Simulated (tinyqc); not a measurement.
Inside a calculation. Method: coherent transport through a tight-binding region between two chains. Computed by tinyqc, a small Python program that keeps every step. Settings: temperature = 77, mu = -0.41. Command: `OMP_NUM_THREADS=1 python tinyqc.py 21910 21911 out.jsonl` (the two numbers bound the seeds that draw the settings). One thread of a shared host (Intel(R) Xeon(R) Processor @ 2.60GHz), about 0.09 s of CPU time with the checks.

## Transmission at E = 0.66 eV

H of the central region (eV):
```
,1,2,3,4,5
1,0.000000,-1.160000,0.000000,0.000000,0.000000
2,-1.160000,0.360000,-1.690000,0.000000,0.000000
3,0.000000,-1.690000,0.360000,-0.380000,0.000000
4,0.000000,0.000000,-0.380000,0.360000,-0.700000
5,0.000000,0.000000,0.000000,-0.700000,0.000000
```

Leads: semi-infinite chains with site energy 0:
```
parameter,value
lead hopping t (eV),2.670000
coupling to the left lead (eV),0.520000
coupling to the right lead (eV),0.730000
left contact site,1
right contact site,5
```

E = 0.660000 eV

Surface Green function g = (E - i sqrt(4 t^2 - E^2)) / (2 t^2); self-energy tc^2 g on each contact site; G = (E - H - Sigma)^(-1); Gamma = -2 Im Sigma; T = Gamma_L Gamma_R |G_LR|^2; local density of states -Im G_ii / pi.

g = 0.046290-0.371660i 1/eV

G (1/eV):
```
,1,2,3,4,5
1,1.030691-0.199207i,0.269505+0.021898i,-0.755298+0.132847i,-0.602299-0.202269i,0.668147+0.014570i
2,0.269505+0.021898i,-0.148534-0.035572i,0.433097-0.008716i,0.318665+0.165082i,-0.371681-0.066018i
3,-0.755298+0.132847i,0.433097-0.008716i,0.441548-0.089637i,0.356845+0.109531i,-0.392631+0.001718i
4,-0.602299-0.202269i,0.318665+0.165082i,0.356845+0.109531i,-1.698938-0.820652i,1.962972+0.292248i
5,0.668147+0.014570i,-0.371681-0.066018i,-0.392631+0.001718i,1.962972+0.292248i,-0.628131-0.126182i
```

local density of states (1/eV): 0.063410  0.011323  0.028532  0.261222  0.040165

transmission = 0.035559

## Transmission across the band

The same steps on a grid of energies.

T(E):
```
E (eV),T
-5.07300000,2.03e-10
-4.56570000,1.68e-09
-4.05840000,9.20e-09
-3.55110000,5.21e-08
-3.04380000,3.69e-07
-2.53650000,4.26e-06
-2.02920000,0.000211
-1.52190000,0.001415
-1.01460000,0.003333
-0.50730000,0.118729
0.00000000,0.255374
0.50730000,0.035939
1.01460000,0.063834
1.52190000,0.000882
2.02920000,0.000362
2.53650000,0.000340
3.04380000,3.36e-06
3.55110000,2.61e-07
4.05840000,3.37e-08
4.56570000,5.04e-09
5.07300000,5.30e-10
```

levels of the isolated region (eV): -1.780324  -0.562127  0.107146  0.926778  2.388527

## Current

I = (2e/h) int T(E) [f(E - mu - V/2) - f(E - mu + V/2)] dE at 77 K with mu = -0.41 eV, the bias not changing H; 2e^2/h = 77.48092 microsiemens; the integral runs over the band on 4001 points.

Current:
```
V (volt),I (microampere)
0.010000,0.064473
0.050000,0.323404
0.100000,0.653106
0.200000,1.349408
0.400000,2.777990
0.800000,5.285616
```
